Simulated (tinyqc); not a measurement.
What moves the results: delta-doped layer in the Thomas-Fermi potential. A value that a table varies takes the place of the one given here.

All donors ionised in the plane z = 0, zero temperature, energies from the Fermi level EF of the Thomas-Fermi model, which lies at the bulk band edge; c = hbar^2/2m0, q = e^2/(4 pi eps0). gv = 4 equivalent valleys, m_d = sqrt(m3^3/mz) in the plane. With n = (gv/3 pi^2)(m3 (-V)/c)^(3/2) and V'' = -(4 pi q/eps) n for z > 0, the solution is V = -b/(|z| + z0)^4 with sqrt(b) = 20/K, K = (4 pi q/eps)(gv/3 pi^2)(m3/c)^(3/2), and z0^5 = 4b/(e F0), e F0 = 2 pi q N/eps; 1e13/cm^2 = 1e-3/angstrom^2. Exchange and correlation are left out.

Subbands solve -(c/m_z) psi'' + V psi = E psi on 1280 points of spacing z0/80; up to ten levels for each group, kept if bound with an rms width below 2.5 z0.

Constants: hbar^2/2m0 = 3.80998211 eV angstrom^2; e^2/(4 pi eps0) = 14.39964547 eV angstrom.

Parameters, chosen for this exercise (near those of a delta-doped layer in Ge; shifted at random, so the results belong to these values and not to a real crystal): m3 = 0.218 m0 (density-of-states mass of a valley); mz = 0.118 m0 (mass along z); eps = 15.7 (dielectric constant); Nl = (0.27, 0.54, 1.1, 1.9, 3.2, 5.4, 8.6) x 1e13/cm^2 (sheet densities); N = 2.7 x 1e13/cm^2 (donor sheet density).

## Doping density

The well, the lowest level and the filling anew; at zero temperature n_i = g m_d (mu - E_i)/(2 pi c), with mu fixed by sum n_i = N.

Results:
```
N (1e13/cm^2)  z0 (angstrom)  depth (eV)  lowest (eV)  next - lowest (eV)  occupied  share of lowest (%)
0.27                    74.3      0.0289      -0.0061                   -         1                100.0
0.54                    64.7      0.0503      -0.0122                   -         1                100.0
1.1                     56.1      0.0889      -0.0245                   -         1                100.0
1.9                     50.3      0.1377      -0.0416                   -         1                100.0
3.2                     45.3      0.2089      -0.0684                   -         1                100.0
5.4                     40.8      0.3175      -0.1121              0.1093         1                100.0
8.6                     37.2      0.4607      -0.1733              0.1652         2                 97.6
```

What can be read from the table?

The depth grows as N^(4/5) and z0 shrinks as N^(-1/5): factors 15.9 and 2.00 for 32 times the doping. The lowest level deepens faster, with exponent 0.97, since the zero-point energy takes a smaller share of a deeper well (79 % falling to 62 %). The number of occupied subbands is 1 in the first row and 2 in the last. Up to N = 0.27 the donor spacing exceeds 1.5 Bohr radii (one radius, a0 eps/m with the density-of-states mass, is 38 angstrom), where a uniform sheet is a crude picture of discrete donors (beyond about three radii electrons stay on single donors).

## What each parameter does

z0, depth, lowest level and its rms width. Each row changes one parameter from the base and keeps the others.

Results:
```
case                  z0 (angstrom)  depth (eV)  lowest (eV)  rms z (angstrom)
base                          46.88      0.1824      -0.0582             20.74
N = 4.32 x 1e13/cm^2          42.67      0.2656      -0.0909             16.99
eps = 14.1                    43.95      0.1904      -0.0588             20.43
m3 = 0.251 m0                 43.08      0.1676      -0.0483             22.08
mz = 0.1 m0                   46.88      0.1824      -0.0545             22.82
```

What does this show?

The largest shifts from the base row, up to three for each result and ties (the steps differ in size, so this ranks the rows, not the parameters). z0 (angstrom): N -4.21, m3 -3.80, eps -2.93; unchanged at the printed digits by mz. depth (eV): N +0.0832, m3 -0.0148, eps +0.0080; unchanged at the printed digits by mz. lowest (eV): N -0.0327, m3 +0.0099, mz +0.0037. rms z (angstrom): N -3.75, mz +2.08, m3 +1.34.

(tinyqc, `OMP_NUM_THREADS=1 python tinyqc.py 1280146 1280147 out.jsonl`, Intel(R) Xeon(R) Processor @ 2.30GHz, 1 thread, shared host, about 0.1 s.)
